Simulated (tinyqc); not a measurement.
Switching kinetics of a ferroelectric film and the memory window of a ferroelectric gate stack. From one set of inputs to another, one input at a time. Computed by tinyqc, a small Python program. Command: `OMP_NUM_THREADS=1 python tinyqc.py 3001246 3001247 out.jsonl feswitch ladder`. One thread of a shared host (Intel(R) Xeon(R) Processor @ 2.30GHz), about 0.03 s of CPU time with the checks.

Fields in MV/cm; 1 microcoulomb/cm^2 over eps_0 is 11.29409 MV/cm. In the stack (metal, ferroelectric, interlayer, channel) the channel is taken as a conductor.

The inputs printed are set A. Inputs not listed in the table keep their values of set A, so the rows need not describe a real material.

Inputs (values chosen for the exercise, for a model hafnia-based film):
```
quantity                                   value               unit
saturation polarisation P_s                   16  microcoulomb/cm^2
ratio P_r/P_s                               0.77                  -
coercive field E_c                          0.71              MV/cm
permittivity of the ferroelectric eps_F       32                  -
thickness t_F                                5.6                 nm
permittivity of the interlayer eps_I         7.5                  -
interlayer thickness t_I                    0.83                 nm
share s of P screened by trapped charge     0.64                  -
pulse height V                               6.8                  V
time constant t_inf                      2.5e-10                  s
activation field E_a                         4.3              MV/cm
Merz exponent alpha                            2                  -
dimension n                                    2                  -
pulse length t_p                         1.4e-08                  s
breakdown field of the interlayer             16              MV/cm
```

Kinetics: Kolmogorov-Avrami-Ishibashi (KAI).

Method. Series stack: V = E_F t_F + E_I t_I and eps_I E_I = eps_F E_F + (1 - s) P/eps_0. Before switching P = -P_r, after it P = +P_s; in retention V = 0 and P = +P_r. Merz's law: t1 = t_inf exp[(E_a/E)^alpha] at the mean of the fields before and after switching. KAI: switched share = 1 - exp[-(t/t1)^n].

Each row keeps all changes above it:
```
input moved                                      from    to  E_I after switching (MV/cm)  depolarising field in retention (MV/cm)  switched share
set A                                               -     -                       37.052                                   0.6064          1.0000
interlayer thickness t_I (nm)                    0.83   1.8                       25.505                                   0.9053          1.0000
share s of P screened by trapped charge          0.64  0.58                       26.115                                   1.0561          1.0000
activation field E_a (MV/cm)                      4.3   5.1                       26.115                                   1.0561          1.0000
saturation polarisation P_s (microcoulomb/cm^2)    16    29                       29.582                                   1.9143          1.0000
ratio P_r/P_s                                    0.77  0.82                       29.582                                   2.0386          1.0000
thickness t_F (nm)                                5.6    22                       23.371                                   0.9121          0.0598
coercive field E_c (MV/cm)                       0.71   1.1                       23.371                                   0.9121          0.0598
```

E_I after switching goes from 37.1 to 23.4, a factor 0.631 in all. The largest single move comes from interlayer thickness t_I (a factor 0.688), and saturation polarisation P_s works against it (a factor 1.13). Depolarising field in retention goes from 0.606 to 0.912, a factor 1.50 in all. The largest single move comes from thickness t_F (a factor 0.447), but it runs against the net change; the largest move in the direction of the net change is saturation polarisation P_s (a factor 1.81). Switched share goes from 1.00 to 0.0598, a factor 0.0598 in all. The largest single move comes from thickness t_F (a factor 0.0598). The single moves hold for this order of the switches; the total does not depend on the order.

Caution (all rows): the interlayer field exceeds its breakdown field, so charge injection would change the fields. Caution (rows interlayer thickness t_I, share s of P screened by trapped charge, activation field E_a, saturation polarisation P_s, ratio P_r/P_s, thickness t_F): a depolarising field above E_c switches the film back, so P_r is not held. Caution (rows share s of P screened by trapped charge, activation field E_a, saturation polarisation P_s, ratio P_r/P_s, thickness t_F, coercive field E_c): the field changes much during switching, so one mean field is a crude stand-in.

Extremes, crossings and ranges named in words are read from the listed rows.
